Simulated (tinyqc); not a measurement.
Threshold-voltage variability of a planar MOSFET, analytic estimates: course of the iteration: margin in standard deviations for the wanted yield.

Three independent sources add in quadrature: random dopants in the depleted layer, metal-gate grains of two orientations, and roughness of the two gate edges acting through the roll-off VT = VT(long) - Vr exp(-L/l). These are first-order estimates: no three-dimensional electrostatics, no percolation.

Cells fail independently with probability Q(k) = erfc(k/sqrt(2))/2 when the margin is k standard deviations, and Y = exp(-Nb Q(k)). phi = exp(-k^2/2)/sqrt(2 pi). Newton steps on ln Q(k) = ln(-ln(Y)/Nb): k(new) = k + [ln Q - ln(-ln(Y)/Nb)] Q/phi.

Stop when k changes by less than 1e-9, or after 30 iterations.

Parameters, values chosen for the exercise:

| symbol | value | unit | meaning |
|---|---|---|---|
| Nb | 8388608 |  | number of cells |
| Y | 0.99 |  | wanted yield |

k at the start = 2

Course of the iteration:

| iteration | k | \|change\| |
|---|---|---|
| 1 | 9.06187 | 7.06 |
| 2 | 6.48261 | 2.58 |
| 3 | 5.98788 | 0.495 |
| 4 | 5.96841 | 0.0195 |
| 5 | 5.96838 | 3.02e-5 |
| 6 | 5.96838 | 7.26e-11 |

Did this iteration meet its convergence test, and what does its course show?

Yes. Converged in 6 iterations. At the end the number of correct digits about doubles with each step. With s(dVT) = 74.3 mV, 5.97 standard deviations are 443 mV.

Range of the model: The depletion depth exceeds L, so source and drain share much of the charge and the dopant estimate is rough. gI s exceeds 0.2, so the linear formula for the current mismatch is only a rough guide.

tinyqc, about 0.01 s, one thread, Intel Xeon 2.30GHz (shared host): `OMP_NUM_THREADS=1 python tinyqc.py 2090091 2090092 out.jsonl`
